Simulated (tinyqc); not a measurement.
Finnis-Sinclair potential for a bcc metal: fit to cohesion and elasticity, then vacancy, surfaces and structure: one step, computed by the program tinyqc.

E = (1/2) sum V(r) - A sqrt(rho), rho = sum phi(r), phi = (r - d)^2 for r < d, V = (r - c)^2 (c0 + c1 r + c2 r^2) for r < c. In bcc the 8 first neighbours lie at sqrt(3) a/2 and the 6 second at a; both cut-offs lie below the third shell; Omega = a^3/2; E is per atom and z the number of atoms in a shell. The four constants A, c0, c1, c2 are fitted to E_c, zero pressure, B and C12 - C44 alone, so C44 and C11 - C12 are not matched singly; defects are unrelaxed.

Question. Unrelaxed vacancy. E_v = -A sum_shells z [sqrt(rho - phi(r)) - sqrt(rho)] - (1/2) sum z V(r): the neighbours lose one bond each, and the atom is put back in the bulk.

Inputs (values chosen for the exercise, modelled on vanadium):
```
quantity             value      unit
lattice constant a    3.04  angstrom
cohesive energy E_c   5.25        eV
density cut-off d/a  1.207         -
pair cut-off c/a      1.25         -
```

c0, c1, c2 (eV/angstrom^2, eV/angstrom^3, eV/angstrom^4): -1.612636  2.055791  -0.512607

A = 1.938414 eV/angstrom

rho = 10.97166 angstrom^2

Give: V at the two shells; phi at the two shells; vacancy energy E_v; E_v/E_c.

Answer.

V at the two shells (eV): 0.3361  -0.0580

phi at the two shells (angstrom^2): 1.074  0.396

vacancy energy E_v = 2.111 eV

E_v/E_c = 0.4021

A pair potential would give E_v = E_c; the square root lowers the ratio to 0.40.
